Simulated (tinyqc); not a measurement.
n-type polysilicon, carrier trapping at grain boundaries: effect of the temperature.

One-dimensional grains of size Lg, uniform ionised doping N, monovalent traps Qt at each boundary at a depth Et below (for electrons) or above (for holes) the band edge there, abrupt depletion of width W on each side of a boundary, Boltzmann statistics. xi is the distance from the band edge at the grain centre to the Fermi level. Trapped charge Qt/(1 + exp((xi + VB - Et)/Vt)) = 2 N W, barrier VB = q N W^2/(2 eps0 eps_r).

NB is given at 400 K and scales as (T/400 K)^1.5. If the trap equation with xi = Vt ln(NB/N) has a root W < Lg/2, the grain is partly depleted; otherwise W = Lg/2 and the trap equation gives xi = Et - VB + Vt ln(Qt/(N Lg) - 1). N* = Qt/Lg. n0 = NB exp(-xi/Vt); mean density n0 (1 - 2 W/Lg) by charge balance in a partly depleted grain, and n0 (sqrt(pi)/2) erf(u)/u with u = sqrt(VB/Vt) in a fully depleted one; v = sqrt(kB T/(2 pi ms m0)); barrier resistivity Vt exp(VB/Vt)/(q fe n0 v Lg); grain resistivity (1 - 2 W/Lg)/(q n0 mug); effective mobility 1/(q mean density total resistivity). Rows with xi above 0.45 V, towards mid-gap, are left out, since the other carrier type is ignored.

Inputs (values chosen for the exercise); values of the order met in polycrystalline silicon:
```
symbol    value        unit                                                              meaning
eps_r      11.7                                                            relative permittivity
NB      4.31e19       cm^-3       conduction-band density of states at the reference temperature
Lg          220          nm                                                           grain size
Qt       1.1e12       cm^-2                                     trap density of a grain boundary
Et         0.39          eV  depth of the trap level from the majority band edge at the boundary
ms         0.34          m0                                         mass for thermionic emission
fe         0.12                                           correction factor of the emission rate
mug         240  cm^2/(V s)                                           mobility inside the grains
N        7.5e16       cm^-3                                                               doping
```

Constants: q = 1.602176634e-19 C, kB = 1.380649e-23 J/K, m0 = 9.1093837015e-31 kg, Vt = kB T/q, eps0 = 8.8541878128e-14 F/cm where lengths are in cm. Results are converted to the units shown.

The same in every row: N/N* = 1.500.

Effect of the temperature:
```
T (K),depleted share 2 W/Lg,VB (V),xi (V),mean density (cm^-3),resistivity (ohm cm),effective mobility (cm^2/(V s))
200,0.6069,0.2585,0.09159,2.948e16,4.701e5,4.503e-4
240,0.5791,0.2354,0.1156,3.157e16,1.384e4,0.01429
280,0.5499,0.2122,0.1404,3.376e16,1127,0.1641
320,0.5193,0.1893,0.1660,3.605e16,174.8,0.9905
360,0.4875,0.1668,0.1922,3.844e16,41.97,3.869
400,0.4542,0.1448,0.2190,4.093e16,13.80,11.05
440,0.4196,0.1236,0.2463,4.353e16,5.769,24.85
```

As T goes from 200 to 440, VB falls from 0.258 to 0.124 V, the resistivity falls from 4.70e5 to 5.77 ohm cm and the effective mobility rises from 4.50e-4 to 24.9 cm^2/(V s). The activation energy kB ln(rho1/rho2)/(1/T1 - 1/T2) is 0.365 eV between the first two rows and 0.331 eV between the last two; mug is held fixed.

Numbers from tinyqc (`OMP_NUM_THREADS=1 python tinyqc.py 2830189 2830190 out.jsonl`; about 0.01 s on one thread of a shared Intel Xeon 2.30GHz).
